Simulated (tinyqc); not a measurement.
Inside a calculation. Method: Hueckel theory of the pi electrons with the omega technique, for the molecule c1ccc2ncccc2c1 (SMILES; centres numbered as the heavy atoms are written). One step of it, computed by the program tinyqc.

Task: Orbitals, round 2. Diagonalise; E = alpha + x beta with beta < 0, so the largest x are filled first; degenerate levels share their electrons. P = sum n_i c_ri c_si; each orbital has its largest coefficient positive (the first on a tie).

matrix after round 1:
```
            1C        2C         3C        4C        5N        6C         7C        8C
1C   -0.000557  1.000000   0.000000  0.000000  0.000000  0.000000   0.000000  0.000000
2C    1.000000  0.002843   1.000000  0.000000  0.000000  0.000000   0.000000  0.000000
3C    0.000000  1.000000  -0.002314  1.000000  0.000000  0.000000   0.000000  0.000000
4C    0.000000  0.000000   1.000000  0.007754  1.000000  0.000000   0.000000  0.000000
5N    0.000000  0.000000   0.000000  1.000000  0.461110  1.000000   0.000000  0.000000
6C    0.000000  0.000000   0.000000  0.000000  1.000000  0.018680   1.000000  0.000000
7C    0.000000  0.000000   0.000000  0.000000  0.000000  1.000000  -0.001532  1.000000
8C    0.000000  0.000000   0.000000  0.000000  0.000000  0.000000   1.000000  0.012262
9C    0.000000  0.000000   0.000000  1.000000  0.000000  0.000000   0.000000  1.000000
10C   1.000000  0.000000   0.000000  0.000000  0.000000  0.000000   0.000000  0.000000

            9C       10C
1C    0.000000  1.000000
2C    0.000000  0.000000
3C    0.000000  0.000000
4C    1.000000  0.000000
5N    0.000000  0.000000
6C    0.000000  0.000000
7C    0.000000  0.000000
8C    1.000000  0.000000
9C   -0.000308  1.000000
10C   1.000000  0.002061
```

pi electrons, sum of z_r less the charge = 10

Give: x values; occupations; coefficients; charge and bond-order matrix P.

Result:

x values: [2.3605, 1.6675, 1.3816, 1.0045, 0.6994, -0.5289, -0.9955, -1.2331, -1.5902, -2.2657]

occupations: [2.0000, 2.0000, 2.0000, 2.0000, 2.0000, 0.0000, 0.0000, 0.0000, 0.0000, 0.0000]

coefficients:
```
        MO1      MO2      MO3      MO4      MO5      MO6      MO7      MO8
1C   0.2018   0.4451   0.0669   0.4104  -0.2975   0.2252   0.4057  -0.2429
2C   0.2072   0.4113  -0.2215   0.4089   0.2554   0.2691  -0.4078  -0.1537
3C   0.2867   0.2396  -0.3723  -0.0008   0.4754  -0.3683   0.0014   0.4329
4C   0.4703  -0.0112  -0.2937  -0.4097   0.0782  -0.0752   0.4064  -0.3791
5N   0.3866  -0.3647  -0.3975  -0.0008  -0.3956   0.4278   0.0007   0.3543
6C   0.2640  -0.4287  -0.0722   0.4093  -0.1724  -0.3484  -0.4073  -0.2212
7C   0.2316  -0.3422   0.2991   0.4043   0.2782  -0.2370   0.4125  -0.0774
8C   0.2831  -0.1424   0.4859  -0.0026   0.3674   0.4734  -0.0026   0.3165
9C   0.4331   0.1064   0.3663  -0.4068  -0.0258  -0.0191  -0.4098  -0.3168
10C  0.2692   0.3312   0.3140   0.0035  -0.4636  -0.3881   0.0041   0.4531

         MO9     MO10
1C   -0.4034   0.2504
2C    0.4282  -0.2463
3C   -0.2788   0.3082
4C    0.0144  -0.4514
5N    0.1916   0.2406
6C   -0.4074  -0.2047
7C    0.4638   0.2270
8C   -0.3295  -0.3092
9C    0.0642   0.4774
10C   0.2131  -0.3209
```

charge and bond-order matrix P:
```
          1C       2C       3C       4C       5N       6C       7C       8C
1C    1.0005   0.6038  -0.0043  -0.2423   0.0130   0.1538  -0.0049  -0.1683
2C    0.6038   0.9873   0.7231   0.0206  -0.1663   0.0354   0.1546  -0.0297
3C   -0.0043   0.7231   1.0085   0.5580  -0.0332  -0.1649   0.0099   0.0816
4C   -0.2423   0.0206   0.5580   0.9631   0.5441  -0.0621  -0.2380   0.0436
5N    0.0130  -0.1663  -0.0332   0.5441   1.1938   0.7099  -0.0299  -0.3542
6C    0.1538   0.0354  -0.1649  -0.0621   0.7099   0.9119   0.6075   0.0726
7C   -0.0049   0.1546   0.0099  -0.2380  -0.0299   0.6075   1.0021   0.7216
8C   -0.1683  -0.0297   0.0816   0.0436  -0.3542   0.0726   0.7216   0.9431
9C   -0.0001  -0.2411   0.0028   0.5192  -0.0129  -0.2396   0.0037   0.5541
10C   0.7242   0.0110  -0.3615  -0.0141   0.0838  -0.0244  -0.1692   0.0225

          9C      10C
1C   -0.0001   0.7242
2C   -0.2411   0.0110
3C    0.0028  -0.3615
4C    0.5192  -0.0141
5N   -0.0129   0.0838
6C   -0.2396  -0.0244
7C    0.0037  -0.1692
8C    0.5541   0.0225
9C    0.9986   0.5547
10C   0.5547   0.9913
```
